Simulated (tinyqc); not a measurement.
# Admittance spectroscopy of a deep trap, step by step

Program tinyqc, `OMP_NUM_THREADS=1 python tinyqc.py 2050120 2050121 out.jsonl`; Intel Xeon 2.30GHz, shared host, one thread, about 0.01 s. Printed values are rounded.

Schottky contact on an n-type layer with shallow donors Nd (all ionised) and a donor-like deep trap, neutral when filled and positive when empty; depletion approximation. Traps within lam of the depletion edge stay filled. The traps at xt = W - lam, where the level crosses the Fermi level, follow a slow signal and not a fast one. w = 2 pi f.

Values chosen for this exercise; material values close to those of silicon:
- eps_r = 11.9 (relative permittivity)
- Nc = 2.77e19 cm^-3 (conduction-band density of states at 300 K)
- vth = 2.3e7 cm/s (thermal velocity at 300 K)
- Nd = 1.1e16 cm^-3 (shallow donor density)
- Vbi = 0.54 V (built-in voltage)
- Et = 0.29 eV (depth of the trap below the conduction edge)
- sn = 2.3e-17 cm^2 (capture cross-section)
- Nt = 2.5e15 cm^-3 (trap density)
- Vr = 0 V (reverse bias)
- f = 500 Hz (signal frequency)
- T = 223 K (temperature)

Constants: q = 1.602176634e-19 C, kB = 1.380649e-23 J/K, eps0 = 8.8541878128e-14 F/cm where lengths are in cm. Results are converted to the units shown.

## Widths and limiting capacitances

lam = sqrt(2 eps0 eps_r (EF - ET)/(q Nd)), EF - ET = Et - (kB T/q) ln(Nc(T)/Nd), Nc(T) = Nc (T/300 K)^1.5. In the steady state at the band bending V, 2 eps0 eps_r V/q = Nd W^2 + Nt (W - lam)^2 (the second term only if W > lam). V = Vbi + Vr. C_HF = eps0 eps_r/W, C_LF = eps0 eps_r (Nd + Nt)/(Nd W + Nt xt).

lam = 133.0540 nm
W = 248.1112 nm
xt = 115.0572 nm
C_HF = 42.46677 nF/cm^2
C_LF = 47.14909 nF/cm^2

The step is 11.0 % of C_HF.

## Admittance at the signal frequency

Emission rate en = sn vth(T) Nc(T) exp(-Et/kB T) = sn g T^2 exp(-Et/kB T), g = vth Nc/(300 K)^2, as vth goes as T^0.5 and Nc as T^1.5 (degeneracy factor 1). Inflection frequency w0 = 2 en [1 + Nt xt/(Nd W)]; C = C_HF + (C_LF - C_HF)/(1 + (w/w0)^2), G/w = (C_LF - C_HF)(w/w0)/(1 + (w/w0)^2).

en = 2261.159 1/s
w0/(2 pi) = 795.6062 Hz
C = 45.82339 nF/cm^2
G/w = 2.109473 nF/cm^2

The signal lies near the inflection, where the loss is largest.
